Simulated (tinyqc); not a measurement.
Sheet resistance and Hall data of a diffused or implanted layer. Which input was changed? Computed by tinyqc, a small Python program. Command: `OMP_NUM_THREADS=1 python tinyqc.py 3001204 3001205 out.jsonl layer which`. One thread of a shared host (Intel(R) Xeon(R) Processor @ 2.30GHz), about 0.04 s of CPU time with the checks.

Carriers are taken equal to the net active doping down to the junction (full ionisation, which deep dopants in wide-gap hosts do not reach; no spill-over, no depletion), and the Hall factor is 1.

Inputs (values chosen for the exercise, modelled on donors in germanium):

| quantity | value | unit |
|---|---|---|
| mu_min | 313 | cm^2/(V s) |
| mu_max | 3950 | cm^2/(V s) |
| N_ref | 1.1e+17 | 1/cm^3 |
| exponent alpha | 0.55 | - |
| peak concentration N_0 | 4.7e+18 | 1/cm^3 |
| length scale l | 1100 | nm |
| background doping N_B (opposite type) | 1.6e+17 | 1/cm^3 |

Profile: Gaussian at the surface. Activation: complete.

Constants: e = 1.602176634e-19 C.

Method:
- N(x) = N_0 exp(-x^2/l^2), dose N_0 l sqrt(pi)/2, junction x_j = l sqrt(ln(N_0/N_B)).
- Mobility mu = mu_min + (mu_max - mu_min)/(1 + (N_t/N_ref)^alpha), N_t = active doping + N_B; carriers n = active doping - N_B, all dopants active.
- Integrals from x_0 (0 unless stated) to x_j by the midpoint rule on 400 even intervals: 1/R_s = e int n mu dx; sheet density n_s = int n dx; Hall sheet density (int n mu dx)^2/int n mu^2 dx; Hall mobility int n mu^2 dx/int n mu dx.
- Mean conductivity 1/(R_s x_j); mean mobility 1/(e n_s R_s).

Question. One of these inputs alone was changed, within the range given: length scale l (550 to 2200); background doping N_B (opposite type) (8e+16 to 3.2e+17); mu_min (156.5 to 626); N_ref (5.5e+16 to 2.2e+17). Which one, and to what value?

Results:

| run | Hall sheet density (1/cm^2) | Hall mobility (cm^2/(V s)) | mean conductivity 1/(R_s x_j) (S/cm) |
|---|---|---|---|
| before | 4.107501e+14 | 830.8459 | 270.3636 |
| after | 4.043796e+14 | 820.8818 | 272.1136 |

Answer.

Each candidate set to reproduce Hall sheet density, and what it then gives:

| candidate | range searched | value needed | Hall mobility (cm^2/(V s)) | mean conductivity 1/(R_s x_j) (S/cm) |
|---|---|---|---|---|
| length scale l (nm) | 550 to 2200 | 1083 | 830.85 | 270.36 |
| background doping N_B (opposite type) (1/cm^3) | 8e+16 to 3.2e+17 | 2.000e17 | 820.88 | 272.11 |
| mu_min (cm^2/(V s)) | 156.5 to 626 | out of reach | - | - |
| N_ref (1/cm^3) | 5.5e+16 to 2.2e+17 | out of reach | - | - |

Only background doping N_B (opposite type) fits every result: it went from 1.6e+17 to 2.00e17 1/cm^3. The next best candidate, length scale l, misses one result by 1.2 %.
